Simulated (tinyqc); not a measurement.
From results back to parameters: Slater-Koster d bands of an fcc metal. Three cases, with inputs chosen for the exercise.

Problem. In an fcc d band with nearest neighbours E(t2g, Gamma) = 3 dds + 4 ddp + 5 ddd, E(eg, Gamma) = 1.5 dds + 6 ddp + 4.5 ddd, and at X = (1,0,0) the yz state has 3 dds - 4 ddp - 3 ddd. The three levels come from hidden integrals.

Find: dds, ddp, ddd.

Method. Three linear equations: the first less the third is 8 (ddp + ddd); twice the second less the first is 8 ddp + 4 ddd; their difference gives ddd.

Case 1.

levels (eV): t2g Gamma -0.2860, eg Gamma 0.8790, yz at X -2.2460

Solution.

dds, ddp, ddd (eV): -0.415  0.266  -0.021

Case 2.

levels (eV): t2g Gamma -0.9900, eg Gamma 1.8510, yz at X -5.2780

Solution.

dds, ddp, ddd (eV): -1.011  0.637  -0.101

Case 3.

levels (eV): t2g Gamma -0.4620, eg Gamma 0.4050, yz at X -1.6380

Solution.

dds, ddp, ddd (eV): -0.342  0.171  -0.024

Computed by tinyqc, one run a case: `OMP_NUM_THREADS=1 python tinyqc.py N N+1 out.jsonl` with N = 1481269, 1481293, 1481314; one thread of a shared Intel(R) Xeon(R) Processor @ 2.30GHz, about 0.07 s a run at most.
